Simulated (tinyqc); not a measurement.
Sp3 tight binding, zinc-blende lattice, step by step. One step of it, computed by the program tinyqc.

Task: Levels at k. Diagonalise the Hermitian matrix.

H(k) at k (eV):
```
                      a s                 a px                 a py                 a pz
a s            -15.590000             0.000000             0.000000             0.000000
a px             0.000000            -6.830000             0.000000             0.000000
a py             0.000000             0.000000            -6.830000             0.000000
a pz             0.000000             0.000000             0.000000            -6.830000
c s   -1.896853+5.393124i   5.466066-0.721949i   1.910584-2.065454i   1.265712-3.117789i
c px  -5.466066+0.721949i   0.459843-1.307424i  -1.466665+3.612789i  -2.213920+2.393379i
c py  -1.910584+2.065454i  -1.466665+3.612789i   0.459843-1.307424i  -6.333894+0.836571i
c pz  -1.265712+3.117789i  -2.213920+2.393379i  -6.333894+0.836571i   0.459843-1.307424i

                      c s                 c px                 c py                 c pz
a s   -1.896853-5.393124i  -5.466066-0.721949i  -1.910584-2.065454i  -1.265712-3.117789i
a px   5.466066+0.721949i   0.459843+1.307424i  -1.466665-3.612789i  -2.213920-2.393379i
a py   1.910584+2.065454i  -1.466665-3.612789i   0.459843+1.307424i  -6.333894-0.836571i
a pz   1.265712+3.117789i  -2.213920-2.393379i  -6.333894-0.836571i   0.459843+1.307424i
c s            -15.590000             0.000000             0.000000             0.000000
c px             0.000000            -6.830000             0.000000             0.000000
c py             0.000000             0.000000            -6.830000             0.000000
c pz             0.000000             0.000000             0.000000            -6.830000
```

Give: eigenvalues; weights |c|^2 of the basis functions.

Result:

eigenvalues (eV): -23.7509  -18.0550  -14.3462  -13.8462  -3.5209  -1.4339  0.3801  2.4130

weights |c|^2 of the basis functions:
```
      band 1  band 2  band 3  band 4  band 5  band 6  band 7  band 8
a s   0.4429  0.1870  0.0361  0.0199  0.2539  0.0392  0.0012  0.0198
a px  0.0417  0.0880  0.1102  0.1390  0.1516  0.3477  0.0035  0.1182
a py  0.0084  0.1052  0.0938  0.2750  0.0211  0.0351  0.2786  0.1828
a pz  0.0070  0.1199  0.2599  0.0660  0.0734  0.0779  0.2167  0.1791
c s   0.4429  0.1870  0.0361  0.0199  0.2539  0.0392  0.0012  0.0198
c px  0.0417  0.0880  0.1102  0.1390  0.1516  0.3477  0.0035  0.1182
c py  0.0084  0.1052  0.0938  0.2750  0.0211  0.0351  0.2786  0.1828
c pz  0.0070  0.1199  0.2599  0.0660  0.0734  0.0779  0.2167  0.1791
```
